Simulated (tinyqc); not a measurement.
Rectangular fin or nanosheet with a gate all round, subbands and threshold shift from confinement: one step of the calculation.

Undoped body with a flat potential across it, hard walls, transport along x. Three valley pairs (g = 2 each) with the longitudinal mass along x, y or z. Non-parabolicity enters the subband edges through E (1 + al E) = gamma, so E = 2 gamma/(1 + sqrt(1 + 4 al gamma)); motion within a subband is taken as parabolic with the band-edge mass. Energies are counted from the bulk band edge.

Task. Lowest subbands. gamma = C pi^2 [a^2/(my (t + dl)^2) + b^2/(mz (H + dl)^2)], C = hbar^2/(2 m0). List the 7 lowest, labelled by valley axis and quantum numbers, with degeneracy g and N_k: N_k = g sqrt(2 mx m0 kB T/(pi hbar^2)).

Inputs (values chosen for the exercise); masses close to those of silicon: temperature T = 300 K; longitudinal mass ml = 0.916 m0; transverse mass mt = 0.19 m0; non-parabolicity al = 0 1/eV; width (along y) t = 7.6 nm; widening of the box by penetration into the insulator dl = 0 nm; height (along z) H = 45.6 nm.

Constants: q = 1.602176634e-19 C, kB = 1.380649e-23 J/K, hbar = 1.054571817e-34 J s, m0 = 9.1093837015e-31 kg, hbar^2/(2 m0) = 0.0380998212 eV nm^2. Results are converted to the units shown.

Find: E_k; g; N_k.

Result.

```
subband   E_k (eV)  g  N_k (cm^-1)
y1,1     0.0080590  2     4.0515e6
y1,2      0.010914  2     4.0515e6
y1,3      0.015673  2     4.0515e6
y1,4      0.022336  2     4.0515e6
y2,1      0.029381  2     4.0515e6
y1,5      0.030902  2     4.0515e6
y2,2      0.032236  2     4.0515e6
```

Program tinyqc, `OMP_NUM_THREADS=1 python tinyqc.py 2350156 2350157 out.jsonl`; Intel Xeon 2.30GHz, shared host, one thread, about 0.2 s.
